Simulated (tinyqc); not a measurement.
Minority-electron transport through the base of a bipolar transistor (Moll-Ross and Kroemer integrals): one step, computed by the program tinyqc.

Low injection, one dimension, x from the emitter edge (0) to the collector edge (W), s = x/W. Recombination is treated as a small correction (valid for tau_B well below tau_n), computed from the stored charge.

Problem. Gain and speed. Emitter-limited gain beta_E = G_E/G_B; recombination-limited gain beta_R = tau_n/tau_B; 1/beta = 1/beta_E + 1/beta_R; f_T from the base alone = 1/(2 pi tau_B).

Inputs (values chosen for the exercise, modelled on silicon): electron lifetime tau_n = 5.4 ns; emitter Gummel number G_E = 1.4e+13 s/cm^4; temperature T = 300 K.

Base doping profile: uniform. Gap grading: none. Exit of the base: saturation velocity.

base Gummel number G_B = 4.164836e+12 s/cm^4

base transit time tau_B = 127.3570 ps

Give: beta_E; beta_R; current gain beta; f_T from the base alone.

Solution.

beta_E = 3.361

beta_R = 42.40

current gain beta = 3.115

f_T from the base alone = 1.250 GHz

The gain is limited mainly by hole injection into the emitter (93 % of the base current).
